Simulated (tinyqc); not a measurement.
Inside a calculation. Model: on-chip interconnect, size-dependent resistivity and RC delay.

tinyqc, about 0.01 s, one thread, Intel Xeon 2.30GHz (shared host): `OMP_NUM_THREADS=1 python tinyqc.py 2100074 2100075 out.jsonl` Printed values are rounded.

A rectangular line between two neighbours and two ground planes. Surface and grain-boundary scattering are added to the bulk resistivity as corrections; capacitances are parallel-plate values without fringing; inductance is ignored.

Values chosen for this exercise; metal values close to those of copper: bulk resistivity rho0 = 1.7 uohm cm; bulk mean free path lam = 39.6 nm; specular share of surface scattering ps = 0; reflection coefficient of grain boundaries Rg = 0.58; grain size over the metal width gr = 0.7; drawn line width wd = 98 nm; aspect ratio, height over width AR = 2; liner on both walls and the bottom, not conducting tl = 1.5 nm; space to the neighbouring lines sp = 98 nm; dielectric height to the planes above and below hd = 160 nm; relative permittivity of the dielectric ek = 4.2; Miller factor of the neighbours Mf = 0; line length Lw = 210 um; driver resistance Rd = 850 ohm; load capacitance Cl = 0.14 fF; time step dt = 3.4 ps.

Constants: eps0 = 8.8541878128e-12 F/m. Results are converted to the units shown.

## Resistivity, resistance and capacitance per length

Metal width x = wd - 2 tl, height y = AR wd - tl; grain boundaries (Mayadas-Shatzkes): al = (lam/(gr x)) Rg/(1 - Rg), g = 1/[1 - 3 al/2 + 3 al^2 - 3 al^3 ln(1 + 1/al)] - 1; surfaces (Fuchs-Sondheimer, thick limit): s = (3/8) lam (1 - ps)(1/x + 1/y); rho = rho0 (1 + g + s); r = rho/(x y); c = eps0 ek (2 wd/hd + 2 Mf AR wd/sp).

x = 95 nm
y = 194.5 nm
al = 0.822342
g = 1.13808
s = 0.232665
rho = 4.03026 uohm cm
r = 2.18117 ohm/um
c = 0.0455548 fF/um

rho is 2.37 times the bulk value; grain boundaries add more (1.14 against 0.233). The liner takes 3.80 % of the cross-section.

## Ladder and Elmore delays

6 equal pi sections: series Rs = r Lw/6; node capacitances c Lw/6, halved at nodes 0 and 6, with Cl added to node 6; Rd feeds node 0. Elmore delay of node k: the sum, over the resistors on the path to k, of resistance times all capacitance downstream of it.

Rs = 76.3410 ohm

| node | C (fF) | Elmore delay (ps) |
|---|---|---|
| 0 | 0.797209 | 8.25053 |
| 1 | 1.59442 | 8.93068 |
| 2 | 1.59442 | 9.48910 |
| 3 | 1.59442 | 9.92581 |
| 4 | 1.59442 | 10.2408 |
| 5 | 1.59442 | 10.4341 |
| 6 | 0.937209 | 10.5056 |

The far-end value equals Rd (c Lw + Cl) + r Lw (c Lw/2 + Cl) for any number of pi sections; the line resistance contributes 21.5 % of it.

## Step 1: node voltages after a time step

| node | v at t = 0 (V) |
|---|---|
| 0 | 0 |
| 1 | 0 |
| 2 | 0 |
| 3 | 0 |
| 4 | 0 |
| 5 | 0 |
| 6 | 0 |

A 1 V step is applied behind Rd at t = 0. C dv/dt = -G v + b, with G the conductance matrix of the ladder (1/Rs between neighbours, 1/Rd added at node 0) and b = (1 V/Rd, 0, ...). Trapezoidal step: (C/dt + G/2) v(new) = (C/dt - G/2) v + b.

| node | v at t = 1 dt (V) |
|---|---|
| 0 | 0.528955 |
| 1 | 0.415772 |
| 2 | 0.332359 |
| 3 | 0.272742 |
| 4 | 0.232654 |
| 5 | 0.209224 |
| 6 | 0.200774 |

## Step 2: node voltages after a time step

As before.

| node | v at t = 2 dt (V) |
|---|---|
| 0 | 0.493640 |
| 1 | 0.517775 |
| 2 | 0.519444 |
| 3 | 0.510711 |
| 4 | 0.499488 |
| 5 | 0.490713 |
| 6 | 0.487112 |

## Course in time

A 1 V step is applied behind Rd at t = 0. C dv/dt = -G v + b, with G the conductance matrix of the ladder (1/Rs between neighbours, 1/Rd added at node 0) and b = (1 V/Rd, 0, ...). Trapezoidal step: (C/dt + G/2) v(new) = (C/dt - G/2) v + b. The last column solves the same ladder exactly by its modes.

Voltages (V):

| t (ps) | node 0 | node 3 | node 6 | node 6, exact |
|---|---|---|---|---|
| 3.400 | 0.529 | 0.2727 | 0.2008 | 0.2394 |
| 6.800 | 0.494 | 0.5107 | 0.4871 | 0.4624 |
| 10.20 | 0.780 | 0.6341 | 0.6148 | 0.6201 |
| 13.60 | 0.734 | 0.7615 | 0.7381 | 0.7315 |
| 17.00 | 0.906 | 0.8152 | 0.8141 | 0.8102 |
| 20.40 | 0.853 | 0.8843 | 0.8665 | 0.8659 |
| 23.80 | 0.968 | 0.9063 | 0.9103 | 0.9052 |
| 27.20 | 0.913 | 0.9443 | 0.9320 | 0.9330 |
| 30.60 | 0.997 | 0.9523 | 0.9569 | 0.9527 |
| 34.00 | 0.944 | 0.9733 | 0.9653 | 0.9665 |
| 37.40 | 1.010 | 0.9756 | 0.9793 | 0.9764 |
| 40.80 | 0.961 | 0.9873 | 0.9823 | 0.9833 |

The far end of the ladder reaches 0.5 V at 7.510 ps, 0.715 of its Elmore delay (ln 2 = 0.693 for a single pole); the slowest mode has a time constant of 9.796 ps. The largest error of the trapezoidal steps at that node is 39 mV. Node 0 swings up and down from step to step: the trapezoidal rule does not damp modes much faster than dt, so these swings are numerical.
